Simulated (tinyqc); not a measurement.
Landau levels of a parabolic two-dimensional band: sweeps and comparisons. A value that a table varies takes the place of the one given here.

E(N, s) = (N + 1/2) hbar wc + s gs muB B with s = +/-1/2, each split by +/- Dv/2 into two valley states.

In a field B along z: l = 1/sqrt((e/hbar) B) is the magnetic length, n_B = B/(h/e) the number of states per area in one level, hbar wc = 2 muB B/m for mass m in m0; 1/angstrom^2 = 1e16/cm^2.

Each listed level takes n_B electrons. At zero temperature and without broadening EF sits in the partly filled level.

Constants: hbar^2/2m0 = 3.80998211 eV angstrom^2; e/hbar = 1.519267448e-05 1/(T angstrom^2); h/e = 413566.7697 T angstrom^2; muB = 5.788381798e-05 eV/T.

Values chosen for the exercise (near those of a two-dimensional electron gas in AlAs; the results hold for these values, not for the real material): m = 0.4488 m0 (mass); gs = 1.99 (g factor); Dv = 0.97 meV (valley splitting); gv = 2 (valleys); Bs = (2, 4, 6, 8, 10, 12, 15) T (fields); n = 2.7 x 1e11/cm^2 (electron sheet density); Bo = (1.96, 2.19, 2.5, 2.89, 3.44, 4.23, 5.51, 7.91, 14) T (fields); tilt = (0, 30, 50, 60, 68, 74, 80) degrees (tilt angles); Bp = 13.1 T (perpendicular component, kept fixed); B = 13.1 T (magnetic field).

## The fan of levels

The four lowest levels against B, with their labels in order.

Levels (meV):

| B (T) | first | second | third | fourth | order |
|---|---|---|---|---|---|
| 2.00 | -0.34 | -0.11 | 0.17 | 0.40 | 0-a 0+a 1-a 1+a |
| 4.00 | -0.20 | 0.26 | 0.77 | 0.83 | 0-a 0+a 0-b 1-a |
| 6.00 | -0.06 | 0.63 | 0.91 | 1.49 | 0-a 0+a 0-b 1-a |
| 8.00 | 0.09 | 1.01 | 1.06 | 1.98 | 0-a 0+a 0-b 0+b |
| 10.0 | 0.23 | 1.20 | 1.38 | 2.35 | 0-a 0-b 0+a 0+b |
| 12.0 | 0.37 | 1.34 | 1.75 | 2.72 | 0-a 0-b 0+a 0+b |
| 15.0 | 0.59 | 1.56 | 2.31 | 3.28 | 0-a 0-b 0+a 0+b |

The fourth level grows as B^1.04 over the first two rows and B^0.84 over the last two (1 for a parabolic band without a fixed offset such as a valley splitting, 1/2 for massless Dirac electrons). The order of the levels changes between 2 and 4 T, between 6 and 8 T, between 8 and 10 T; where the fourth level changes its label, the powers above mix two states. The Zeeman gap is |gs| m/2 = 0.447 of hbar wc at every field. It equals the valley splitting at 8.4 T.

## Oscillation of the Fermi level

Fixed density, zero temperature, no broadening. At B = 0, EF = 2 pi c n/(m gv) with c = hbar^2/2m0.

Filling:

| B (T) | nu | partly filled level | EF (meV) | filled share |
|---|---|---|---|---|
| 1.96 | 5.70 | 2-a | 0.67 | 0.70 |
| 2.19 | 5.10 | 2-a | 0.80 | 0.10 |
| 2.50 | 4.47 | 0-b | 0.66 | 0.47 |
| 2.89 | 3.86 | 0-b | 0.69 | 0.86 |
| 3.44 | 3.25 | 0-b | 0.73 | 0.25 |
| 4.23 | 2.64 | 0-b | 0.79 | 0.64 |
| 5.51 | 2.03 | 0-b | 0.88 | 0.03 |
| 7.91 | 1.41 | 0+a | 0.99 | 0.41 |
| 14.0 | 0.80 | 0-a | 0.51 | 0.80 |

EF at B = 0 = 0.72 meV

EF runs between 0.5 and 1.0 meV around its zero-field value of 0.7 meV. It follows a level while that level empties and falls to the next one down when nu passes a filled shell; the partly filled level changes 3 times in this table.

## Tilting the field

The cyclotron gap follows Bp, the Zeeman gap the total field Bp/cos(theta): i = |gs| muB B/(hbar wc) = |gs| m/(2 cos theta). With f the fractional part of i the gaps alternate between f and 1 - f of hbar wc. The layer is taken as strictly two-dimensional and valley splitting is left out.

Gaps:

| theta (degrees) | B total (T) | i | f hbar wc (meV) | (1 - f) hbar wc (meV) |
|---|---|---|---|---|
| 0 | 13.10 | 0.447 | 1.509 | 1.870 |
| 30 | 15.13 | 0.516 | 1.742 | 1.637 |
| 50 | 20.38 | 0.695 | 2.348 | 1.032 |
| 60 | 26.20 | 0.893 | 3.018 | 0.361 |
| 68 | 34.97 | 1.192 | 0.649 | 2.730 |
| 74 | 47.53 | 1.620 | 2.095 | 1.284 |
| 80 | 75.44 | 2.572 | 1.932 | 1.448 |

i = 1/2 (equal gaps) falls at theta = 26.7 degrees. i = 1 (levels of opposite spin coincide) falls at theta = 63.5 degrees. Over the table i grows from 0.447 to 2.572.

## What each parameter does

The second and third levels from below, nu = n/n_B, and EF. Each row changes one parameter from the base and keeps the others.

Results:

| case | second level (meV) | third level (meV) | nu | EF (meV) |
|---|---|---|---|---|
| base | 1.42 | 1.96 | 0.85 | 0.45 |
| B = 11.1 T | 1.28 | 1.59 | 1.01 | 1.28 |
| m = 0.381 m0 | 1.72 | 2.26 | 0.85 | 0.75 |
| gs = 2.39 | 1.27 | 2.11 | 0.85 | 0.30 |
| Dv = 0.825 meV | 1.35 | 2.03 | 0.85 | 0.52 |
| n = 2.29 x 1e11/cm^2 | 1.42 | 1.96 | 0.72 | 0.45 |

The largest shifts from the base row, up to three for each result and ties (the steps differ in size, so this ranks the rows, not the parameters). second level (meV): m +0.30, gs -0.15, B -0.14; unchanged at the printed digits by n. third level (meV): B -0.37, m +0.30, gs +0.15; unchanged at the printed digits by n. nu: B +0.15, n -0.13; unchanged at the printed digits by m, gs and Dv. EF (meV): B +0.83, m +0.30, gs -0.15; unchanged at the printed digits by n.

tinyqc: `OMP_NUM_THREADS=1 python tinyqc.py 1252634 1252635 out.jsonl`; about 0.02 s, one thread, shared Intel(R) Xeon(R) Processor @ 2.30GHz.
